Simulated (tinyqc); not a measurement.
## Shape of the distribution and failure rate

For F(t) = 1 - exp(-(t/t63)^beta): mean t63 Gamma(1 + 1/beta), median t63 (ln 2)^(1/beta), deviation t63 sqrt(Gamma(1 + 2/beta) - Gamma(1 + 1/beta)^2), failure rate (beta/t63)(t/t63)^(beta - 1).

Parameters, values chosen for the exercise:
- t63 = 28 s (characteristic time of a test capacitor)

Shape of the distribution and failure rate:
```
beta  mean (s)  median (s)  deviation/mean  rate at 0.01 t63 (1/s)  rate at t63 (1/s)
0.5      56.00       13.45           2.236                  0.1786            0.01786
0.7      35.44       16.59           1.462                 0.09953            0.02500
1        28.00       19.41           1.000                 0.03571            0.03571
1.3      25.86       21.12          0.7757                 0.01166            0.04643
1.7      24.98       22.57          0.6055                0.002417            0.06071
2.2      24.80       23.70          0.4798                3.128e-4            0.07857
3        25.00       24.78          0.3634                1.071e-5             0.1071
4        25.38       25.55          0.2805                1.429e-7             0.1429
```

Read the table: what changes, and by how much?

The relative spread falls from 2.24 to 0.281. For beta < 1 the rate falls with time (early failures), at 1 it is constant, 0.0357 1/s, and above 1 it grows (wear-out): the early rate goes from 10.0 times the rate at t63 to 1.00e-6 times.

Computed by the program tinyqc: `OMP_NUM_THREADS=1 python tinyqc.py 2070130 2070131 out.jsonl`, one thread of a shared Intel Xeon 2.30GHz, about 0.01 s for the whole run.
